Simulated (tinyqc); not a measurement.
Threshold-voltage variability of a planar MOSFET, analytic estimates: one step of the calculation.

Three independent sources add in quadrature: random dopants in the depleted layer, metal-gate grains of two orientations, and roughness of the two gate edges acting through the roll-off VT = VT(long) - Vr exp(-L/l). These are first-order estimates: no three-dimensional electrostatics, no percolation.

Task. Margin in standard deviations for the wanted yield. Cells fail independently with probability Q(k) = erfc(k/sqrt(2))/2 when the margin is k standard deviations, and Y = exp(-Nb Q(k)). phi = exp(-k^2/2)/sqrt(2 pi). Newton steps on ln Q(k) = ln(-ln(Y)/Nb): k(new) = k + [ln Q - ln(-ln(Y)/Nb)] Q/phi.

Parameters, values chosen for the exercise:
```
symbol    value  unit          meaning
Nb      8388608        number of cells
Y         0.999           wanted yield
```

k at the start = 2

Wanted: Q(k); phi; k after iteration 1.

Result.

Q(k) = 0.022750
phi = 0.053991
k after iteration 1 = 10.034

Numbers from tinyqc (`OMP_NUM_THREADS=1 python tinyqc.py 2090068 2090069 out.jsonl`; about 0.01 s on one thread of a shared Intel Xeon 2.30GHz).
